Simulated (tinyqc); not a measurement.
## Capacitances against the space between lines

Endless row of lines of width wl, height tl and space sl between grounded planes at distance hd; e2 fills the gaps beside the lines, e1 the rest. Laplace's equation is solved on meshes of 3, 6 and 12 steps per unit u and extrapolated (Aitken), which is good to about 0.2 %. C_even (all lines at 1 V) is the capacitance Cg to the planes; C_odd (neighbours in antiphase) = Cg + 4 Cc if only nearest neighbours couple, which defines Cc; total with quiet neighbours Cg + 2 Cc. Plate values 2 eps0 e1 wl/hd and eps0 e2 tl/sl.

Inputs (values chosen for the exercise): relative permittivity above and below the lines e1 = 3.9; relative permittivity between the lines e2 = 1; line width, in units u wl = 4 u; line height tl = 8 u; distance to each plane hd = 4 u.

Constants: eps0 = 8.8541878128e-12 F/m. Results are converted to the units shown.

The same in every row: plate Cg (aF/um) = 69.1.

Result of one run:
```
Cg (aF/um)  Cc (aF/um)  Cg + 2 Cc (aF/um)  C_odd (aF/um)  plate Cc (aF/um)  share of coupling, 2 Cc/(Cg + 2 Cc) (%)
98.7              56.8                212            326              35.4                                     53.5
```

Which space between lines sl gave this result: 2, 8, 12 or 16 u?

sl = 2 u.

The whole series:
columns A: sl (u); B: Cg (aF/um); C: Cc (aF/um); D: Cg + 2 Cc (aF/um); E: C_odd (aF/um); F: plate Cc (aF/um); G: share of coupling, 2 Cc/(Cg + 2 Cc) (%)
```
A      B       C    D    E     F      G
2   98.7    56.8  212  326  35.4   53.5
4    120    26.0  172  224  17.7   30.3
6    134    14.0  162  190  11.8   17.3
8    143    7.85  159  174  8.85   9.90
12   152    2.57  157  162  5.90   3.27
16   155   0.850  157  159  4.43   1.08
24   157  0.0937  157  157  2.95  0.119
```

As sl goes from 2 to 24, Cg rises from 98.7 to 157 aF/um, Cc falls from 56.8 to 0.0937 aF/um and the share of coupling falls from 53.5 to 0.119 %. Cg is 1.43 times its plate value in the first row and 2.27 times in the last; for Cc the ratios are 1.60 and 0.0318. Neighbours in antiphase raise the load by a factor of 1.54 and 1.00 over quiet ones.

tinyqc, about 0.8 s, one thread, Intel Xeon 2.30GHz (shared host): `OMP_NUM_THREADS=1 python tinyqc.py 2790107 2790108 out.jsonl`
